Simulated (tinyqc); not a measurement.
Coupled-perturbed Hartree-Fock on RHF in the sto-3g basis, for H2, spin multiplicity 1, step by step. One step of it, computed by the program tinyqc.

Task: Iteration 2 (converged): orbitals. Diagonalise F' = X^T F X, C = X C', fill 1 alpha and 1 beta electrons from the bottom; D = 2 C_occ C_occ^T. Each column has its largest component positive (the first on a tie).

converged F (hartree), order 1H 1s, 2H 1s:
```
[[-0.226987, -0.452809],
 [-0.452809, -0.226987]]
```

X, order 1H 1s, 2H 1s:
```
[[0.962891, 0.585062],
 [-0.962891, 0.585062]]
```

Give: F' = X^T F X; orbital energies; coefficients C; D after iteration 2.

Result:

F' = X^T F X (hartree):
```
[[0.419, 0.000],
 [0.000, -0.465]]
```

orbital energies (hartree): [-0.465, 0.419]

coefficients C, order 1H 1s, 2H 1s:
```
[[0.585, 0.963],
 [0.585, -0.963]]
```

D after iteration 2, order 1H 1s, 2H 1s:
```
[[0.685, 0.685],
 [0.685, 0.685]]
```
